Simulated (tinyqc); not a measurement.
A short-path metal as competitor: size effects in the resistivity of thin metal films and interconnect lines. Computed by tinyqc, a small Python program. Command: `OMP_NUM_THREADS=1 python tinyqc.py 3025357 3025358 out.jsonl size walk`. One thread of a shared host (Intel(R) Xeon(R) Processor @ 2.30GHz), about 0.01 s of CPU time with the checks.

Electrons lose their drift at surfaces (a share 1 - p of the hits) and at grain boundaries (reflection R), besides bulk scattering. The line sits in a trench with a non-conducting liner on both walls and the bottom; the spacing equals the drawn width.

Inputs (values chosen for the exercise, modelled on cobalt):

| quantity | value | unit |
|---|---|---|
| bulk resistivity rho_b | 6.07 | microohm cm |
| bulk mean free path lambda | 11.1 | nm |
| specularity p | 0.21 | - |
| grain-boundary reflection R | 0.3 | - |
| grain size over metal width | 1.6 | - |
| aspect ratio (height over width) | 2.9 | - |
| liner thickness t | 2 | nm |
| competitor: rho_b relative to this metal | 4.3 | - |
| competitor: lambda relative to this metal | 0.33 | - |
| competitor: liner relative to t | 0 | - |

Geometry: line.

Method:
- Fuchs-Sondheimer film: rho_b/rho = 1 - (3/(2 kappa))(1 - p) int_0^1 (s - s^3)(1 - exp(-kappa/s))/(1 - p exp(-kappa/s)) ds, f = rho/rho_b, kappa = thickness/lambda, 80 Gauss-Legendre points.
- Line: the excess of a film of thickness w_m and of a film of thickness h_m are added, rho/rho_b = 1 + (f(w_m) - 1) + (f(h_m) - 1), an estimate that holds best when both sides exceed lambda.
- Mayadas-Shatzkes: alpha = (lambda/D) R/(1 - R); rho_b/rho = 1 - 3 alpha/2 + 3 alpha^2 - 3 alpha^3 ln(1 + 1/alpha).
- w_m = w - 2t, h_m = (aspect ratio) w - t, D = (ratio) w_m; rho = rho_b [1 + surface excess + grain excess].
- Effective resistivity rho (aspect ratio) w^2/(w_m h_m) for the metal with its liner, for the same metal without liner, and for a competitor with its own rho_b, lambda and liner, and for that competitor with the liner t; p, R, aspect and grain ratios are the same.

Effective resistivity (microohm cm):

| w (nm) | this metal | without liner | competitor | competitor, liner t |
|---|---|---|---|---|
| 200 | 6.497 | 6.341 | 26.484 | 27.13 |
| 100 | 6.958 | 6.614 | 26.868 | 28.21 |
| 50 | 7.997 | 7.168 | 27.639 | 30.59 |
| 30 | 9.666 | 7.924 | 28.675 | 34.29 |
| 20 | 12.318 | 8.880 | 29.984 | 39.96 |
| 14 | 16.990 | 10.111 | 31.688 | 49.67 |
| 10 | 26.786 | 11.741 | 33.990 | 69.42 |
| 7 | 59.180 | 14.145 | 37.476 | 131.78 |

The competitor wins below a width between 10.0 and 7.00 nm. In narrow lines rho scales as rho_b lambda/w, and the product rho_b lambda of the competitor is 1.42 times this metal's. At the narrowest width the liner costs this metal a factor 4.18. With the same liner the competitor wins nowhere in the table; at the narrowest width the thinner liner lowers it from 132 to 37.5. Rows with w - 2t below lambda stretch the additive estimate. Metal widths below about 5 nm are outside this semiclassical model.

Extremes, crossings and ranges named in words are read from the listed rows.
